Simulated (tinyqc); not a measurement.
p-n heterojunction, non-linear Poisson equation by Newton steps, Boltzmann statistics: one step of the calculation.

One dimension, material 1 (p-type) at x < 0 and material 2 (n-type) at x > 0. Band edges: Ec = -psi in material 1 and -psi + dEc in material 2, Ev = Ec - Eg. Flat quasi-Fermi levels: 0 for holes, +V for electrons. n = Nc F((EFn - Ec)/Vt), p = Nv F((Ev - EFp)/Vt), with F(eta) = exp(eta) (Boltzmann statistics); full ionisation, no interface charge, classical densities; the doping types are chosen for the exercise.

Problem. Newton step. Solve the tridiagonal system a_(i-1) d_(i-1) + b_i d_i + a_i d_(i+1) = -F_i for nodes 1 to 12, with d = 0 on fixed nodes. Each component d is damped to sign(d) Vt ln(1 + |d|/Vt) before it is added.

Parameters, values chosen for the exercise: temperature T = 300 K.

Constants: q = 1.602176634e-19 C, kB = 1.380649e-23 J/K, Vt = kB T/q. Results are converted to the units shown.

```
interval,coupling a_i (F/cm^2)
0,2.3020888e-7
1,2.7998378e-7
2,3.1680122e-7
3,3.7808028e-7
4,4.4270939e-7
5,5.1796999e-7
6,6.0412321e-7
7,4.9428718e-7
8,4.0566996e-7
9,3.3605003e-7
10,2.7896756e-7
11,2.2627369e-7
12,1.8856141e-7
```

```
node,diagonal b (F/cm^2),residual F (C/cm^2)
1,-3.8047547e-6,7.2582586e-12
2,-3.3028544e-6,6.0375936e-11
3,-2.3249433e-6,-6.1574408e-10
4,-9.5488925e-7,-2.1168454e-9
5,-9.6093019e-7,1.0871179e-8
6,-1.1220932e-6,9.8590766e-9
7,-1.0984155e-6,-4.6689578e-9
8,-9.0006983e-7,-2.9983401e-8
9,-8.1915359e-7,3.2624321e-9
10,-1.9236717e-6,5.7334662e-9
11,-3.1493139e-6,9.6989777e-11
12,-3.7794147e-6,3.6166300e-15
```

```
node,psi after iteration 1 (V)
0,-1.5679461
1,-1.5678779
2,-1.5669923
3,-1.5577195
4,-1.4974927
5,-1.3391702
6,-1.0956175
7,-0.8066957
8,-0.5300503
9,-0.3661460
10,-0.2978912
11,-0.2848509
12,-0.2836497
13,-0.2835733
```

Give: Newton step d, before damping; psi after iteration 2.

Solution.

```
node,"Newton step d, before damping (V)"
1,0.00000
2,-0.00001
3,-0.00033
4,-0.00042
5,0.00416
6,-0.01291
7,-0.04386
8,-0.07225
9,-0.03295
10,-0.00281
11,-0.00022
12,-0.00001
```

```
node,psi after iteration 2 (V)
0,-1.568
1,-1.568
2,-1.567
3,-1.558
4,-1.498
5,-1.335
6,-1.106
7,-0.832
8,-0.565
9,-0.387
10,-0.301
11,-0.285
12,-0.284
13,-0.284
```

tinyqc, about 0.03 s, one thread, Intel Xeon 2.30GHz (shared host): `OMP_NUM_THREADS=1 python tinyqc.py 2040058 2040059 out.jsonl`
